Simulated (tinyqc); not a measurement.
# Current crowding under a contact, resistor ladder against the transmission-line model, step by step

tinyqc, about 0.01 s, one thread, Intel Xeon 2.30GHz (shared host): `OMP_NUM_THREADS=1 python tinyqc.py 2760083 2760084 out.jsonl` Printed values are rounded.

A metal contact of length d and width W on a thin layer of the same width. The metal has no resistance, the sheet resistance under it equals Rsh, and current enters the layer at the front edge x = 0.

Values chosen for this exercise:
- Rsh = 1400 ohm/sq (sheet resistance of the semiconductor layer)
- rc = 9.6e-8 ohm cm^2 (specific contact resistivity)
- d = 0.28 um (contact length)
- W = 2 um (contact width)
- n = 8 (cells)
- I = 1 mA (current)

## Conductances of the ladder

Cut the contact into n cells of length hc = d/n. Neighbouring cell centres are joined by a = W/(Rsh hc), each centre joins the metal (0 V) by g = W hc/rc, and I enters cell 1 through half a cell: -a v_(i-1) + b_i v_i - a v_(i+1) = I for i = 1 and 0 otherwise, b_i = g + 2 a (g + a at both ends). Rc = v_1/I + 1/(2 a).

a = 0.04081633 S
g = 0.007291667 S
b_i, cell 1 to 8 (S): 0.04810799  0.08892432  0.08892432  0.08892432  0.08892432  0.08892432  0.08892432  0.04810799

## Voltages and the share of the current

Cut the contact into n cells of length hc = d/n. Neighbouring cell centres are joined by a = W/(Rsh hc), each centre joins the metal (0 V) by g = W hc/rc, and I enters cell 1 through half a cell: -a v_(i-1) + b_i v_i - a v_(i+1) = I for i = 1 and 0 otherwise, b_i = g + 2 a (g + a at both ends). Rc = v_1/I + 1/(2 a). Cell i passes g v_i to the metal.

```
cell  v_i (mV)  share of the current (%)
1     47.13988                  34.37283
2     31.06123                  22.64881
3     20.53153                  14.97091
4     13.66970                   9.96749
5      9.24991                   6.74473
6      6.48258                   4.72688
7      4.87333                   3.55347
8      4.13469                   3.01488
```

Rc of the ladder = 59.38988 ohm

The first cell passes 34.4 % of the current and the last 3.01 %; an even spread would give 12.5 % each.

## The transmission-line result

Transfer length Lt = sqrt(rc/Rsh); front resistance Rc = (Rsh Lt/W) coth(d/Lt); end resistance Re = (Rsh Lt/W)/sinh(d/Lt). v(x) = I (Rsh Lt/W) cosh((d - x)/Lt)/sinh(d/Lt) at the cell centres x = (i - 1/2) d/n.

Lt = 0.08280787 um
Rc = 58.09970 ohm
Re = 3.946507 ohm
v(x), cell 1 to 8 (mV): 47.06055  30.91086  20.36596  13.51384  9.11206  6.36250  4.76659  4.03496

The ladder's Rc is 2.2 % above this value, with cells 0.42 Lt long.
